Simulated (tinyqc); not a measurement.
Do the excited 1s states matter for ionisation? Model: valley-orbit splitting of a donor ground state, with strain. Computed by tinyqc, a small Python program. Command: `OMP_NUM_THREADS=1 python tinyqc.py 3009820 3009821 out.jsonl valleyorbit walk`. One thread of a shared host (Intel(R) Xeon(R) Processor @ 2.30GHz), about 0.01 s of CPU time with the checks.

The basis is the 1s envelope in each valley; energies are counted from the unstrained conduction-band edge. The strain is e_s (a a^T - 1/3) for the unit stress axis a, so valley j along n_j moves by Xi_u e_s w_j with w_j = (n_j.a)^2 - 1/3: +1/3 for [111] and [-1-11], -1/3 for the others.

Inputs (values chosen for the exercise, modelled on donors in germanium):
```
quantity,value,unit
single-valley binding energy E_0,9.69,meV
central-cell shift Lambda,0.86,meV
coupling Delta_1,1,meV
shear deformation potential Xi_u,16.1,eV
donor density N_D,4.1e+14,cm^-3
density-of-states mass of one valley m_e,0.22,m_0
```

Valleys: four along <111>. Stress axis: [110].

Constants: k_B = 8.617333262e-05 eV/K; m_0 = 9.1093837015e-31 kg; k_B = 1.380649e-23 J/K; h = 6.62607015e-34 J s.

Method:
- By symmetry: E(A1) = E_0 + Lambda + 3 Delta_1 (one state), E(T2) = E_0 + Lambda - Delta_1 (three), as binding energies.
- H_jj = -(E_0 + Lambda) + Xi_u e_s w_j; H_jk = -Delta_1 between any two valleys.
- z = sum over levels of exp(-(E - E_ground)/k_B T), the ground-state share being 1/z; N_c = 2 (2 pi m_e k_B T/h^2)^(3/2) sum_j exp(-(shift_j - lowest shift)/k_B T); n1 = N_c/(2 z) exp(-binding/k_B T), binding = lowest shift - E_ground; without compensation n = 2 N_D/(1 + sqrt(1 + 4 N_D/n1)) (Boltzmann statistics; p and higher states left out).
- No strain here. The last two columns set z = 1, with the A1 depth, or use one level at E_0 with z equal to the number of valleys.

E(A1) = 13.55 meV

Ionised share:
```
T (K),z,all 1s states,ground state alone,no splitting
7.9,1.0084,3.4843e-04,3.4990e-04,2.9756e-03
13.0,1.0844,2.3932e-02,2.4910e-02,6.8185e-02
20.0,1.2946,2.2402e-01,2.5051e-01,3.5583e-01
29.0,1.6053,6.2550e-01,7.0427e-01,7.2930e-01
39.0,1.9125,8.6407e-01,9.1951e-01,9.0180e-01
63.0,2.4359,9.7680e-01,9.9021e-01,9.8112e-01
100.0,2.8859,9.9434e-01,9.9803e-01,9.9498e-01
```

z grows from 1.008 to 2.89 of at most 4. Leaving out the excited states overstates the ionised share by up to 12.6 % (at 29.0 K); ignoring the splitting misses by a factor 8.54 at the lowest T and 1.00 at the highest.

Extremes, crossings and ranges named in words are read from the listed rows.
